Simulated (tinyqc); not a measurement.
Comparisons within one model: shallow donor in an anisotropic valley (effective-mass theory). A value that a table varies takes the place of the one given here.

One valley: H = -c [(d2/dx2 + d2/dy2)/mt + (d2/dz2)/ml] - q/(eps r), c = hbar^2/2m0, q = e^2/(4 pi eps0). Trial function exp(-sqrt((x^2 + y^2)/a^2 + z^2/b^2)) with a > b: T = (c/3)(2/(mt a^2) + 1/(ml b^2)), V = -(q/eps) atan(u/b)/u, u = sqrt(a^2 - b^2). The central cell of the impurity is left out.

Constants: hbar^2/2m0 = 3.80998211 eV angstrom^2; e^2/(4 pi eps0) = 14.39964547 eV angstrom; Ry = 13.60569312 eV; a0 (Bohr radius) = 0.5291772105 angstrom.

Values chosen for the exercise (near those of a group-V donor in Si; not measured data): mt = 0.192 m0 (transverse mass); eps = 11.4 (dielectric constant); xs = (1.5, 2.1, 2.9, 7, 7.9, 16, 39, 290) (ratios ml/mt); E0 = -31.5 meV (single-valley level); D0 = 6.5 meV (central-cell shift); D1 = 7 meV (coupling of perpendicular valleys); D2 = 5.49 meV (coupling of opposite valleys); ml = 0.925 m0 (longitudinal mass).

## Mass anisotropy

mt and eps fixed, ml varied. Energies in units of Ry*(mt) = Ry mt/eps^2 and lengths in a*(mt) = a0 eps/mt; the last two columns use one mass, 3/(1/ml + 2/mt) or (ml mt^2)^(1/3).

Results:

| ml/mt | a/a* | b/a | binding | conductivity mass | density-of-states mass |
|---|---|---|---|---|---|
| 1.50 | 0.920 | 0.866 | 1.139 | 1.125 | 1.145 |
| 2.10 | 0.862 | 0.768 | 1.259 | 1.212 | 1.281 |
| 2.90 | 0.813 | 0.686 | 1.377 | 1.279 | 1.426 |
| 7.00 | 0.708 | 0.504 | 1.706 | 1.400 | 1.913 |
| 7.90 | 0.696 | 0.484 | 1.751 | 1.411 | 1.992 |
| 16.0 | 0.635 | 0.379 | 2.010 | 1.455 | 2.520 |
| 39.0 | 0.579 | 0.279 | 2.317 | 1.481 | 3.391 |
| 290 | 0.502 | 0.141 | 2.877 | 1.497 | 6.619 |

The binding grows from 1.14 to 2.88 Ry*(mt); for ml going to infinity the exact problem becomes two-dimensional, with 4 Ry*. The conductivity mass saturates at 1.5 and underbinds, by 18 % at ml/mt = 7; the density-of-states mass errs by +12 % there and by +130 % in the last row. With these mt and eps one unit is 20.10 meV.

## Strain along [001] (shallow donor in effective-mass theory, with valley-orbit splitting)

Basis: the 1s envelopes of the valleys +x, -x, +y, -y, +z, -z. Diagonal E0 - D0, element -D2 between opposite valleys and -D1 between perpendicular ones. Strain along [001] adds 2 Ds/3 to the z valleys and -Ds/3 to the others.

Ground level, gap to the next level, weight in the z valleys and contact density (sum of amplitudes)^2/6.

Results:

| Ds (meV) | ground (meV) | gap (meV) | z weight | contact density | ground less band edge (meV) |
|---|---|---|---|---|---|
| -120 | -127.07 | 14.56 | 0.968 | 0.509 | -47.07 |
| -40 | -80.84 | 21.67 | 0.774 | 0.803 | -54.18 |
| -15 | -72.80 | 30.29 | 0.513 | 0.967 | -62.80 |
| -5 | -71.63 | 35.78 | 0.389 | 0.997 | -68.29 |
| 0 | -71.49 | 38.98 | 0.333 | 1.000 | -71.49 |
| 5 | -71.62 | 37.44 | 0.284 | 0.997 | -69.95 |
| 15 | -72.53 | 35.02 | 0.205 | 0.979 | -67.53 |
| 40 | -77.30 | 31.46 | 0.097 | 0.913 | -63.97 |
| 120 | -100.35 | 27.84 | 0.020 | 0.793 | -60.35 |

The scale is the A1-E splitting 6 D1 = 42.0 meV. The contact density is largest without strain and falls to 0.509 and 0.793 at the ends, towards 1/3 (two valleys) and 2/3 (four valleys). The binding below the lowest band edge drops from 71.5 meV to 47.1 meV when the two z valleys are lowest and to 60.4 meV when the four others are, since fewer valleys share the coupling.

## What each parameter does

The minimum of the trial energy. Each row changes one parameter from the base and keeps the others.

Results:

| case | E (meV) | a (angstrom) | b (angstrom) | b/a |
|---|---|---|---|---|
| base | -31.48 | 23.51 | 13.50 | 0.574 |
| ml = 0.74 m0 | -29.80 | 24.36 | 15.12 | 0.621 |
| mt = 0.173 m0 | -29.07 | 25.67 | 14.22 | 0.554 |
| eps = 12.5 | -26.18 | 25.77 | 14.80 | 0.574 |

The largest shifts from the base row, up to three for each result and ties (the steps differ in size, so this ranks the rows, not the parameters). E (meV): eps +5.30, mt +2.41, ml +1.68. a (angstrom): eps +2.27, mt +2.17, ml +0.85. b (angstrom): ml +1.62, eps +1.30, mt +0.72. b/a: ml +0.047, mt -0.020; unchanged at the printed digits by eps. eps only rescales the solution (E as 1/eps^2, lengths as eps), so b/a depends on ml/mt alone.

Run: tinyqc, `OMP_NUM_THREADS=1 python tinyqc.py 1251044 1251045 out.jsonl`; Intel(R) Xeon(R) Processor @ 2.30GHz, one thread, shared host; about 0.01 s of CPU time with all checks.
